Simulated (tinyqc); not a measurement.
## Polarisation charge from two barrier thicknesses

Inverse problem. VT = phiB - dEc - q sigma d/(eps0 eps_r). Find sigma, phiB - dEc and the thickness at which VT = 0.

Inputs (values chosen for the exercise): relative permittivity of barrier and channel eps_r = 9.3.

Constants: q = 1.602176634e-19 C, eps0 = 8.8541878128e-14 F/cm where lengths are in cm. Results are converted to the units shown.

VT for d = 25 and 31 nm (V): [-4.0677286, -5.2442155]

Solution. VT is linear in d.

sigma = 1.01e13 cm^-2
phiB - dEc = 0.834 V
thickness for VT = 0 = 4.25 nm

tinyqc, about 0.04 s, one thread, Intel Xeon 2.30GHz (shared host): `OMP_NUM_THREADS=1 python tinyqc.py 2570133 2570134 out.jsonl`
